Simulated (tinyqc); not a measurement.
What each parameter does: inter-valley coupling by envelope functions against a chain of atomic planes.

Chain: E(phi) = e0 + 2 v cos(phi) + 2 u cos(2 phi), cos(phi0) = -v/(4u), e0 = 2u + v^2/(4u); plane j = 0, 1, ... has the potential V_j = dE x_j + F (j - 30) a/4 (1 MV/m = 1e-4 V/angstrom). There are 30 barrier planes a side; with y = j - 29.5, x_j = xb (f(y) + f(Nw - y)), f(y) = 1/(1 + exp(y/L)), plus any Ge added in the well. The valley splitting is the spacing of the two lowest levels. Envelope theory: F_j solves a one-valley chain with hopping -b and diagonal 2b + V_j, b = 4u sin^2(phi0), sum F_j^2 = 1; the valleys couple by Dv = sum_j F_j^2 V_j exp(-2 i phi0 j) and split by 2|Dv|.

Inputs chosen for the exercise (near those of the Delta valleys of silicon in a SiGe well; the results hold for these values, not for the real material):
```
symbol  value  unit      meaning
a       5.431  angstrom  lattice constant; planes lie a/4 apart
u       0.612  eV        second-neighbour hopping
v       0.507  eV        nearest hopping
Nw      42               planes in the well
L       1.5    planes    interface width
xb      0.27             Ge fraction of the barriers
dE      0.59   eV        offset per unit Ge fraction
F       2      MV/m      field
js      39               plane j of a Ge spike (the well starts at j = 30)
xs      0.12             Ge fraction added on that plane
```

Chain with the spike on plane js.

Results for these values:
```
case  level (meV)  splitting (micro-eV)
base       17.315                2895.5
```

What happens to each result for F = 4 MV/m, all else kept?

Answer: level rises from 17.315 to 22.629; splitting rises from 2895.5 to 3490.0.

The same for each parameter in turn:
```
case           level (meV)  splitting (micro-eV)
base                17.315                2895.5
Nw = 48             15.488                2267.7
L = 2 planes        18.159                2806.1
xb = 0.32           17.701                2854.1
dE = 0.649 eV       17.638                3084.7
F = 4 MV/m          22.629                3490.0
js = 42             17.838                3940.2
xs = 0.156          17.620                3505.6
```

Computed by tinyqc, a small Python program: `OMP_NUM_THREADS=1 python tinyqc.py 1480837 1480838 out.jsonl` (the numbers bound the seed that draws the inputs); one thread of a shared host (Intel(R) Xeon(R) Processor @ 2.30GHz), about 0.1 s for the whole set of steps.
